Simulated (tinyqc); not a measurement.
Worked calculation: UHF in the sto-6g basis, for H4, spin multiplicity 1. One step of it, computed by the program tinyqc.

Problem. Orthogonalisation. S = U s U^T; canonical form X = U s^(-1/2), so that X^T S X = 1. Each column of U has its largest component positive (the first on a tie).

overlap S, lower triangle:
```
          1H 1s     2H 1s     3H 1s     4H 1s
1H 1s  1.000000
2H 1s  0.553532  1.000000
3H 1s  0.030456  0.139642  1.000000
4H 1s  0.005690  0.030456  0.553532  1.000000
```

Give: eigenvalues of S; X.

Solution.

eigenvalues of S: 0.4000  0.4848  1.4547  1.6605

X:
```
             1        2        3       4
1H 1s  -0.7387   0.7579   0.4401  0.3652
2H 1s   0.8393  -0.6759   0.3873  0.4095
3H 1s  -0.8393  -0.6759  -0.3873  0.4095
4H 1s   0.7387   0.7579  -0.4401  0.3652
```
